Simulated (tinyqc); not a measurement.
Layer against dose: implant damage, amorphisation by cascade overlap, and solid-phase epitaxial regrowth. Computed by tinyqc, a small Python program. Command: `OMP_NUM_THREADS=1 python tinyqc.py 3112939 3112940 out.jsonl sper walk`. One thread of a shared host (Intel(R) Xeon(R) Processor @ 2.30GHz), about 0.01 s of CPU time with the checks.

Range and width of the damage are inputs. Dynamic annealing enters only through the surviving share f.

Inputs (values chosen for the exercise, modelled on phosphorus ions in silicon): atomic density N = 49.9 1/nm^3; ion Z1 = 15; ion mass M1 = 31 u; target Z2 = 14; target mass M2 = 28.09 u; ion energy E = 31 keV; displacement energy E_d = 14 eV; depth of the damage peak R_d = 32 nm; width of the damage profile s_d = 17 nm; share of defects that survive f = 0.87; critical displaced share x_c = 0.14; dose Q = 9.4e+14 1/cm^2.

Constants: a_0 = 0.529177210903 angstrom; e^2/(4 pi eps_0) = 14.39964548 eV angstrom.

Method. Robinson partition: eps = E a M2/(Z1 Z2 (e^2/(4 pi eps_0)) (M1 + M2)), a = 0.8853 a_0/sqrt(Z1^(2/3) + Z2^(2/3)); k = 0.0793 Z1^(2/3) Z2^(1/2) (M1 + M2)^(3/2)/((Z1^(2/3) + Z2^(2/3))^(3/4) M1^(3/2) M2^(1/2)); damage energy T_d = E/(1 + k (eps + 0.40244 eps^(3/4) + 3.4008 eps^(1/6))); displacements nu = 0.8 T_d/(2 E_d). Displaced share x(z) = f nu Q exp(-(z - R_d)^2/(2 s_d^2))/(sqrt(2 pi) s_d N); the layer is amorphous where x > x_c, between R_d -/+ s_d sqrt(2 ln(x_max/x_c)), the upper edge being cut at the surface. Threshold dose Q_c = Q x_c/x_max.

threshold dose Q_c = 6.09731e+13 1/cm^2

displacements per ion nu = 561.190

Dose series; the last column is f nu Q erfc((z2 - R_d)/(sqrt2 s_d))/2:
```
Q (1/cm^2)   x_max  upper edge (nm)  lower edge (nm)  displaced atoms beyond z2 (1/cm^2)
6.71e+13    0.1541           24.561           39.439                          1.0838e+16
9.15e+13    0.2101           16.683           47.317                          8.2107e+15
1.52e+14    0.3490            9.022           54.978                          6.5490e+15
2.44e+14    0.5602            3.689           60.311                          5.7086e+15
4.27e+14    0.9804            0.000           65.541                          5.0552e+15
7.32e+14    1.6807            0.000           69.902                          4.6068e+15
1.52e+15    3.4901            0.000           75.115                          4.1588e+15
3.05e+15    7.0031            0.000           79.554                          3.8367e+15
```

What does the comparison show, and why?

A dose 45 times larger moves the lower edge from 39.4 to 79.6 nm, as the root of a logarithm, and the damage beyond it falls by a factor 2.8, since the edge lies on an ever steeper tail. The layer reaches the surface at Q_c exp(R_d^2/(2 s_d^2)) = 3.59e14 per cm^2.
